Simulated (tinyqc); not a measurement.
Ferroelectric with a first-order transition, Landau-Devonshire energy: one step of the calculation.

One domain with free energy u = al P^2 + be P^4 + ga P^6 - E P, al = a0 (T - T0), be < 0 < ga (P in uC/cm^2, E in kV/cm, u in mJ/cm^3). Equilibrium: E = 2 al P + 4 be P^3 + 6 ga P^5; a state is stable against small changes where dE/dP > 0. The coercive field is that of uniform switching, which real films, switching by domains, do not reach.

Task. Spontaneous polarisation, coercive field and susceptibility. Ps^2 = [-be + sqrt(be^2 - 3 al ga)]/(3 ga); Pc^2 = [-3 be + sqrt(9 be^2 - 15 al ga)]/(15 ga), Ec = -E(Pc); susceptibility chi = 1/(eps0 dE/dP).

Values chosen for this exercise: slope of the quadratic coefficient a0 = 0.025 kV cm/(uC K); Curie-Weiss temperature T0 = 600 K; quartic coefficient be = -0.00013 kV cm^5/uC^3; sixth-order coefficient ga = 3.3e-8 kV cm^9/uC^5; temperature T = 580 K.

Constants: eps0 = 8.8541878128e-14 F/cm where lengths are in cm. Results are converted to the units shown.

Wanted: al; Ps; u(Ps) at E = 0; Pc; Ec; chi at Ps.

Result.

al = -0.50000 kV cm/uC
Ps = 62.578 uC/cm^2
u(Ps) at E = 0 = -1969.8 mJ/cm^3
Pc = 45.441 uC/cm^2
Ec = 55.871 kV/cm
chi at Ps = 1399.1

Program tinyqc, `OMP_NUM_THREADS=1 python tinyqc.py 2860022 2860023 out.jsonl`; Intel Xeon 2.30GHz, shared host, one thread, about 0.01 s.
